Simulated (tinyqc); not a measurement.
Inputs raised by 2 %, one at a time: epitaxial growth on a vicinal surface: Burton-Cabrera-Frank step flow, step-edge barrier and island nucleation. Computed by tinyqc, a small Python program. Command: `OMP_NUM_THREADS=1 python tinyqc.py 3029676 3029677 out.jsonl stepflow sens`. One thread of a shared host (Intel(R) Xeon(R) Processor @ 2.30GHz), about 0.02 s of CPU time with the checks.

Adatoms land at rate F, hop on a square grid (a simplification for hexagonal faces), desorb, or join steps. Lengths are in units of a and n is the adatom coverage. Steps ascend at x = 0 and descend at x = l.

Inputs (values chosen for the exercise, close to those used for GaN(0001)):
```
quantity,value,unit
site spacing a,3.19,angstrom
step height h,2.59,angstrom
diffusion barrier E_d,1.31,eV
desorption energy E_a,2.79,eV
adatom formation energy E_f,1.22,eV
step-edge barrier E_s,0.082,eV
attempt frequency nu,1,THz
deposition rate F,4,layers/s
miscut angle,0.3,degrees
temperature T,990,C
critical nucleus size i,3,-
binding energy of the critical nucleus E_i,0.35,eV
```

Constants: k_B = 8.617333262e-05 eV/K.

Method:
- D = nu exp(-E_d/(k_B T)) (a^2/s, nu counted per direction); tau = exp(E_a/(k_B T))/nu; x_s = sqrt(D tau); n_eq = exp(-E_f/(k_B T)); terrace width l = h/(a tan(miscut)); Schwoebel length l_s = exp(E_s/(k_B T)) - 1.
- Temperatures in kelvin are T(C) + 273.15.
- D n'' - n/tau + F = 0 with n(0) = n_eq and -l_s n'(l) = n(l) - n_eq. With u = n - F tau, A = n_eq - F tau, y = l/x_s, s = l_s/x_s: u = A cosh(x/x_s) + B sinh(x/x_s), B = A (1 - cosh y - s sinh y)/(sinh y + s cosh y). Flux into the ascending step J+ = D B/x_s, over the descending one J- = -(D/x_s)(A sinh y + B cosh y); step velocity J+ + J-; growth rate (J+ + J-)/l. For small y: J+ + J- = (F - n_eq/tau) l, J-/J+ = l/(l + 2 l_s).
- The coverage peaks where n' = 0, tanh(x/x_s) = -B/A.
- Island density on a flat surface without desorption: N = 0.25 (F/D)^(i/(i+2)) exp(E_i/((i+2) k_B T)) per site, with E_i = 0 for i = 1; spacing l_n = N^(-1/2). Step flow needs an effective width l_eff = 2 x(peak) below l_n.

Runs:
```
input moved,from,to,ratio l_eff/l_n,island density N on a flat surface (per site),diffusion length x_s (a),growth rate (layers/s)
base run,-,-,1.5166,9.4295e-05,896.4,3.9897
diffusion barrier E_d (eV),1.31,1.3362,1.6301,1.0895e-04,794.7,3.9870
desorption energy E_a (eV),2.79,2.8458,1.5166,9.4295e-05,1158.3,3.9938
step-edge barrier E_s (eV),0.082,0.08364,1.5169,9.4295e-05,896.4,3.9897
deposition rate F (layers/s),4,4.08,1.5256,9.5422e-05,896.4,4.0695
miscut angle (degrees),0.3,0.306,1.4871,9.4295e-05,896.4,3.9901
attempt frequency nu (THz),1,1.02,1.5076,9.3181e-05,896.4,3.9897
adatom formation energy E_f (eV),1.22,1.2444,1.5166,9.4295e-05,896.4,3.9898
```

Exponents ln(y'/y) / ln(x'/x):
```
input,ratio l_eff/l_n,island density N on a flat surface,diffusion length x_s,growth rate
diffusion barrier E_d,3.646,7.293,-6.077,-0.035
desorption energy E_a,0.000,0.000,12.944,0.052
step-edge barrier E_s,0.010,0.000,0.000,0.000
deposition rate F,0.300,0.600,0.000,1.000
miscut angle,-0.993,0.000,0.000,0.005
attempt frequency nu,-0.300,-0.600,0.000,0.000
adatom formation energy E_f,0.000,0.000,0.000,0.000
```

To which inputs is each result most sensitive?

Among the inputs moved here: ratio l_eff/l_n answers most in size to diffusion barrier E_d (exponent +3.646), next to miscut angle (-0.993); its exponent is below 0.0005 for desorption energy E_a, adatom formation energy E_f. Its exponent -0.993 in miscut angle: terraces narrow as the miscut grows. Island density N on a flat surface answers most in size to diffusion barrier E_d (exponent +7.293), next to deposition rate F (+0.600); its exponent is below 0.0005 for desorption energy E_a, step-edge barrier E_s, miscut angle, adatom formation energy E_f. Its exponent +0.600 in deposition rate F: i/(i+2) with i = 3. Diffusion length x_s answers most in size to desorption energy E_a (exponent +12.944), next to diffusion barrier E_d (-6.077); its exponent is below 0.0005 for step-edge barrier E_s, deposition rate F, miscut angle, attempt frequency nu, adatom formation energy E_f. Growth rate answers most in size to deposition rate F (exponent +1.000), next to desorption energy E_a (+0.052); its exponent is below 0.0005 for step-edge barrier E_s, attempt frequency nu, adatom formation energy E_f. Its exponent +1.000 in deposition rate F: the growth follows the flux. Its exponent +0.005 in miscut angle: the steps stand close against x_s, so their spacing does not matter.

Caution (all rows): twice the distance from the ascending step to the coverage peak exceeds the expected island spacing [0.25 (F/D)^(i/(i+2)) exp(E_i/((i+2) k_B T))]^(-1/2) by 40 % or more, so islands nucleate and the step-flow values are formal. Caution (all rows): the prefactor 0.25 and the criterion are estimates, good to a factor of about two in length.

Extremes, crossings and ranges named in words are read from the listed rows.
